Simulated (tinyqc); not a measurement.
From results back to parameters: interband optics of a two-band s-p chain from momentum matrix elements. Five cases, with inputs chosen for the exercise.

Problem. At k = 0 the chain has the gap D0 = Es - Ep_ - 2 (ts + tp), w0 = 4 a^2 V^2, and masses 2c/mc = 2 ts a^2 + 2 w0/D0, 2c/mv = 2 tp a^2 + 2 w0/D0 (c = hbar^2/2m0, mv positive for holes). The oscillator strength there is f0 = w0/(c D0). V, ts and tp are hidden.

Constants: hbar^2/2m0 = 3.80998211 eV angstrom^2.

Case 1.

Values chosen: a = 3.8 angstrom (period).
D0 = 4.6900 eV
f0 = 2.39072

mc, mv (m0): 0.241888  0.317589

Case 2.

Values chosen: a = 2.98 angstrom (period).
D0 = 4.4300 eV
f0 = 4.73531

mc, mv (m0): 0.189703  0.191396

Case 3.

Values chosen: a = 2.6 angstrom (period).
D0 = 3.0400 eV
f0 = 7.56406

mc, mv (m0): 0.116854  0.113787

Case 4.

Values chosen: a = 3.39 angstrom (period).
D0 = 3.7000 eV
f0 = 6.30034

mc, mv (m0): 0.121495  0.125165

Case 5.

Values chosen: a = 2.68 angstrom (period).
D0 = 3.9300 eV
f0 = 1.73165

mc, mv (m0): 0.384789  0.474229

Find: V; ts; tp.

Solution. w0 = f0 c D0 gives V; 1/mc - f0 = ts a^2/c and 1/mv - f0 = tp a^2/c.

Case 1.

V = 0.86 eV
ts = 0.46 eV
tp = 0.20 eV

Case 2.

V = 1.50 eV
ts = 0.23 eV
tp = 0.21 eV

Case 3.

V = 1.80 eV
ts = 0.56 eV
tp = 0.69 eV

Case 4.

V = 1.39 eV
ts = 0.64 eV
tp = 0.56 eV

Case 5.

V = 0.95 eV
ts = 0.46 eV
tp = 0.20 eV

Computed by tinyqc, one run a case: `OMP_NUM_THREADS=1 python tinyqc.py N N+1 out.jsonl` with N = 1652616, 1652653, 1652667, 1652693, 1652769; one thread of a shared Intel(R) Xeon(R) Processor @ 2.30GHz, about 0.02 s a run at most.
